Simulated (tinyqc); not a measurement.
# All-pass ring resonator: several studies

A ring of length L = 2 pi Rr coupled to one bus waveguide: round-trip amplitude a = 10^(-al L/20), self-coupling t = sqrt(1 - k2). At detuning d from the resonance the round-trip phase is p = 2 pi d/FSR and the transmission T = (a^2 - 2 a t cos p + t^2)/(1 - 2 a t cos p + a^2 t^2). Lossless coupler, linear absorption only.

Values chosen for this exercise; values close to those of silicon nitride waveguides:
- lam = 1550 nm (cold resonance wavelength)
- Rr = 50 um (ring radius)
- ng = 1.98 (group index)
- al = 0.65 dB/cm (propagation loss)
- k2 = 0.014 (power coupling)
- dT = 2.3e-5 1/K (thermo-optic change of the effective index)
- Rt = 3.4 K/mW (thermal resistance)
- fa = 0.89 (share of the loss that heats the ring)
- Pin = 0.14 mW (input power)

Constants: c = 299792458 m/s. Results are converted to the units shown.

Each table varies one quantity; the others keep the values above.

## Effect of the ring radius

FSR = lam^2/(ng L), finesse F = pi sqrt(a t)/(1 - a t), FWHM = FSR/F, Q = lam/FWHM, Tmin = (a - t)^2/(1 - a t)^2, power build-up k2 a^2/(1 - a t)^2, optical bandwidth c/(lam Q).

The same in every row: t = 0.99298.

Effect of the ring radius:
```
Rr (um),a,Q,Tmin,build-up,bandwidth (GHz)
17,0.99920,54615,0.63412,228.68,3.5414
27,0.99873,81838,0.48273,203.47,2.3634
44,0.99793,1.2167e5,0.29835,169.22,1.5896
71,0.99667,1.7234e5,0.12763,130.22,1.1223
110,0.99484,2.2695e5,0.023594,93.903,0.85225
190,0.99111,2.9974e5,0.013898,54.698,0.64527
300,0.98599,3.5757e5,0.11125,31.060,0.54092
```

As Rr goes from 17 to 300 um, Q rises from 54600 to 3.58e5, Tmin goes from 0.634 through a minimum of 0.0139 (at Rr = 190 um among the rows listed) to 0.111 and the build-up falls from 229 to 31.1. The ring is overcoupled (t < a) in 5 of the 7 rows; the dip is deepest where t and a cross. Bend loss, which grows for small rings, is left out.

## Line shape, cold and heated

FSR = lam^2/(ng L). The lost power (1 - T) Pin heats the ring by Rt fa (1 - T) Pin and shifts the resonance to longer wavelength by s = (lam dT/ng) times that rise; d = dl - s. The hot columns give T for the smallest and the largest self-consistent shift.

Line shape, cold and heated:
```
dl (pm),"T, cold",roots,smallest s (pm),T there,largest s (pm),T there 
-17,0.9223,1,0.5592,0.9267,0.5592,0.9267
-9.2,0.7878,1,1.325,0.8262,1.325,0.8262
-4.6,0.5408,1,2.342,0.6930,2.342,0.6930
0,0.2498,1,3.919,0.4862,3.919,0.4862
3.5,0.4512,1,5.244,0.3125,5.244,0.3125
6.9,0.6907,1,5.328,0.3015,5.328,0.3015
10,0.8122,1,1.944,0.7451,1.944,0.7451
15,0.9031,1,0.8144,0.8932,0.8144,0.8932
21,0.9472,1,0.4181,0.9452,0.4181,0.9452
29,0.9713,1,0.2218,0.9709,0.2218,0.9709
```

Read the table: what changes, and by how much?

The cold line has FWHM = 11.6 pm and its dip at dl = 0; heated, the deepest listed dip lies at dl = 6.9 pm, and the largest possible shift is 5.72 pm, 0.50 FWHM. No listed row is bistable.

## Effect of the power coupling

Same model as above.

The same in every row: a = 0.9977.

Results:
```
k2,t,Q,Tmin,build-up,bandwidth (GHz)
0.00059,0.9997,4.765e5,0.6037,84.09,0.4059
0.001,0.9995,4.422e5,0.4213,122.8,0.4374
0.0017,0.9991,3.938e5,0.2196,165.6,0.4912
0.0029,0.9985,3.315e5,0.05586,200.3,0.5834
0.005,0.9975,2.596e5,0.001022,212.0,0.7452
0.014,0.9930,1.341e5,0.2498,159.2,1.442
0.025,0.9874,8.399e4,0.4716,112.1,2.303
0.042,0.9788,5.296e4,0.6440,75.54,3.652
```

Estimate the missing row, k2 = 0.0085.

Computed row:
```
k2,t,Q,Tmin,build-up,bandwidth (GHz)
0.0085,0.9957,1.905e5,0.08389,194.4,1.015
```

With this row back in the table: As k2 goes from 0.00059 to 0.042, Q falls from 4.76e5 to 53000, Tmin goes from 0.604 through a minimum of 0.00102 (at k2 = 0.005 among the rows listed) to 0.644 and the build-up goes from 84.1 through a maximum of 212 (at k2 = 0.005 among the rows listed) to 75.5. The ring is overcoupled (t < a) in 5 of the 9 rows; the dip is deepest where t and a cross.

Computed by the program tinyqc: `OMP_NUM_THREADS=1 python tinyqc.py 2650007 2650008 out.jsonl`, one thread of a shared Intel Xeon 2.30GHz, about 0.01 s for the whole run.
